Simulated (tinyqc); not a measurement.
## Mobility and doping from two currents

Problem. A trap-free film with injecting contacts is fitted, with diffusion neglected, by J = q mu N V/Lf + (9/8) eps0 eps_r mu V^2/Lf^3. Find mu, N and the voltage at which both terms are equal.

Values chosen for this exercise: relative permittivity eps_r = 11.6; film thickness Lf = 630 nm.

Constants: q = 1.602176634e-19 C, eps0 = 8.8541878128e-14 F/cm where lengths are in cm. Results are converted to the units shown.

J at 3.7 and 15 V (A/cm^2): 0.25349512  2.0459241

Answer. J/V is a straight line in V: the slope gives mu and the intercept mu N.

mu = 0.001300 cm^2/(V s)
N = 1.400e16 cm^-3
crossover voltage = 7.705 V

Numbers from tinyqc (`OMP_NUM_THREADS=1 python tinyqc.py 2730025 2730026 out.jsonl`; about 3 s on one thread of a shared Intel Xeon 2.30GHz).
